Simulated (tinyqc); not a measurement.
From results back to parameters: Gamma, L and X subbands of a thin body with non-parabolic valleys. Four cases, with inputs chosen for the exercise.

Problem. Hard walls; each subband edge rises by e with e (1 + a e) = c (pi/t)^2/m_z, c = hbar^2/2m0. The thickness at which the Gamma and L edges cross was computed from a hidden bulk separation EL.

Constants: hbar^2/2m0 = 3.80998211 eV angstrom^2.

Case 1.

Values chosen (near those of a thin InAs channel; the results hold for these values, not for the real material): mG = 0.0259 m0 (Gamma mass); aG = 2.28 1/eV (Gamma non-parabolicity); mzL = 0.663 m0 (confinement mass of the lowest L group); aS = 0.3 1/eV (non-parabolicity of L and X).

crossing thickness = 24.976 angstrom

Case 2.

Values chosen (near those of a thin GaSb channel; the results hold for these values, not for the real material): mG = 0.0391 m0 (Gamma mass); aG = 1.13 1/eV (Gamma non-parabolicity); mzL = 0.2629 m0 (confinement mass of the lowest L group); aS = 0.35 1/eV (non-parabolicity of L and X).

crossing thickness = 117.009 angstrom

Case 3.

Values chosen (near those of a thin GaSb channel; the results hold for these values, not for the real material): mG = 0.0388 m0 (Gamma mass); aG = 1.12 1/eV (Gamma non-parabolicity); mzL = 1.249 m0 (confinement mass of the lowest L group); aS = 0.7 1/eV (non-parabolicity of L and X).

crossing thickness = 126.566 angstrom

Case 4.

Values chosen (near those of a thin GaAs channel; the results hold for these values, not for the real material): mG = 0.0674 m0 (Gamma mass); aG = 0.58 1/eV (Gamma non-parabolicity); mzL = 1.872 m0 (confinement mass of the lowest L group); aS = 0.6 1/eV (non-parabolicity of L and X).

crossing thickness = 40.997 angstrom

Find: rise of Gamma; rise of L; EL.

Solution. At the crossing the rise of Gamma equals EL plus the rise of L.

Case 1.

rise of Gamma = 0.815 eV
rise of L = 0.089 eV
EL = 0.726 eV

Case 2.

rise of Gamma = 0.065 eV
rise of L = 0.010 eV
EL = 0.055 eV

Case 3.

rise of Gamma = 0.057 eV
rise of L = 0.002 eV
EL = 0.055 eV

Case 4.

rise of Gamma = 0.285 eV
rise of L = 0.012 eV
EL = 0.273 eV

Computed by tinyqc, one run a case: `OMP_NUM_THREADS=1 python tinyqc.py N N+1 out.jsonl` with N = 1252752, 1280040, 1280075, 1280166; one thread of a shared Intel(R) Xeon(R) Processor @ 2.30GHz, about 0.07 s a run at most.
